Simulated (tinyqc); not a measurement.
# Changing the electron mass m

Model: hydrogenic impurity: series, fields, screening, photoionisation and donor-acceptor pairs. Computed by tinyqc, a small Python program. Command: `OMP_NUM_THREADS=1 python tinyqc.py 3027324 3027325 out.jsonl hydrogenic sweep`. One thread of a shared host (Intel(R) Xeon(R) Processor @ 2.30GHz), about 0.01 s of CPU time with the checks.

One isotropic, parabolic band. Effective units: Ry* and a*, in which H = -nabla^2 - 2/r.

Inputs (values chosen for the exercise, modelled on beta-Ga2O3): dielectric constant eps = 10.1; donor density N = 3.3e+18 cm^-3.

Parts treated: screening and pairs.

Constants: Ry = 13.605693123 eV; a_0 = 0.529177210903 angstrom; h x 1 THz = 4.135667696 meV.

Method. Ry* = Ry m/eps^2, a* = a_0 eps/m; level n is bound by Ry*/n^2; <r> = (3/2) a* in 1s; lines 1s -> np at Ry* (1 - 1/n^2); 1 THz = 4.135667696 meV. Wigner-Seitz radius r_s = (3/(4 pi N))^(1/3); Mott criterion N_c^(1/3) a* = 0.26; overlap of two 1s orbitals at distance d: S = exp(-x)(1 + x + x^2/3), x = d/a*, with d = N^(-1/3).

One run for each value:
```
electron mass m (m_0)  Ry* (meV)  a* (angstrom)  Mott density (cm^-3)   overlap S
0.072                       9.60         74.232            4.2968e+16  8.8113e-01
0.110                      14.67         48.588            1.5323e+17  7.5780e-01
0.160                      21.34         33.404            4.7153e+17  5.8354e-01
0.240                      32.01         22.270            1.5914e+18  3.4531e-01
0.350                      46.68         15.271            4.9358e+18  1.4567e-01
0.530                      70.69         10.084            1.7139e+19  2.8742e-02
0.780                     104.03          6.852            5.4631e+19  2.3693e-03
1.200                     160.05          4.454            1.9893e+20  2.5931e-05
```

Describe and explain the trends.

Over the rows, Ry* (meV) rises from 9.60 to 160 (exponent d ln y / d ln x about 1.0 throughout); a* (angstrom) falls from 74.2 to 4.45 (exponent d ln y / d ln x about -1.00 throughout); Mott density (cm^-3) rises from 4.30e16 to 1.99e20 (exponent d ln y / d ln x about 3.0 throughout). The exponent of Ry* stays at 1: Ry* = Ry m/eps^2. The exponent of Mott density stays at 3: the Mott density goes as a*^-3.

Caution (rows 0.0720, 0.110, 0.160, 0.240): N lies above the Mott density, where the levels of isolated donors have no meaning. Caution (rows 0.780, 1.20): the Bohr radius is only a few bond lengths, so central-cell terms and band anisotropy matter.
